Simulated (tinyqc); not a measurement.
Bound state in one dimension: Numerov shooting, finite differences, DVR, step by step. Computed by tinyqc, a small Python program that keeps every step. Settings: points = 96. Command: `OMP_NUM_THREADS=1 python tinyqc.py 22424 22425 out.jsonl` (the two numbers bound the seeds that draw the settings). One thread of a shared host (Intel(R) Xeon(R) Processor @ 2.60GHz), about 0.01 s of CPU time with the checks.

## Numerov steps at E = 0.1

One particle of mass 1 in V = 9.61 (1 - exp(-0.51 x))^2 (atomic units), psi = 0 at both ends:
```
parameter                 value
left end              -1.600000
right end                     7
intervals                    96
h                      0.089583
state sought (nodes)          1
```

k_i = 2 m (E - V_i); (1 + h^2 k_(i+1)/12) y_(i+1) = 2 (1 - 5 h^2 k_i/12) y_i - (1 + h^2 k_(i-1)/12) y_(i-1), from y_0 = 0, y_1 = 0.001.

Points along the way:
```
i          x         V          k        y
0   -1.60000  15.29163  -30.38326  0.00000
1   -1.51042  12.94106  -25.68211  0.00100
2   -1.42083  10.87856  -21.55713  0.00220
3   -1.33125   9.07529  -17.95059  0.00379
4   -1.24167   7.50508  -14.81016  0.00592
5   -1.15208   6.14420  -12.08840  0.00875
32   1.26667   2.17613   -4.15226  0.42581
33   1.35625   2.39549   -4.59097  0.49488
34   1.44583   2.61488   -5.02976  0.58229
35   1.53542   2.83345   -5.46691  0.69335
36   1.62500   3.05046   -5.90092  0.83500
37   1.71458   3.26525   -6.33050  1.01645
```

## Bisection on the node count

With more sign changes than the state has nodes (the last point included) the energy is too high, else too low; the bracket starts as 0.1 to 10.

Trials:
```
trial          E  sign changes  y at the right end   next
1      5.0500000             3           -1.41e+02  lower
2      2.5750000             1           -1.43e+05  raise
3      3.8125000             2            6.98e+03  lower
4      3.1937500             2            8.09e+03  lower
5      2.8843750             1           -2.56e+04  raise
6      3.0390625             1           -2.51e+03  raise
7      3.1164062             2            3.97e+03  lower
8      3.0777344             2            1.06e+03  lower
9      3.0583984             1           -6.36e+02  raise
10     3.0680664             2            2.35e+02  lower
11     3.0632324             1           -1.95e+02  raise
12     3.0656494             2            2.17e+01  lower
13     3.0644409             1           -8.61e+01  raise
14     3.0650452             1           -3.21e+01  raise
...          ...           ...                 ...    ...
28     3.0654054             1           -4.61e-04  raise
29     3.0654054             2            1.18e-03  lower
30     3.0654054             2            3.60e-04  lower
```

eigenvalue = 3.0654054 hartree

## The same grid by other methods

Three-point finite differences and the sine-DVR kinetic matrix of Colbert and Miller on the same points.

Lowest levels (hartree):
```
state  finite differences      DVR
0                 1.08516  1.08629
1                 3.06083  3.06542
2                 4.77807  4.78746
3                 6.23698  6.25069
```
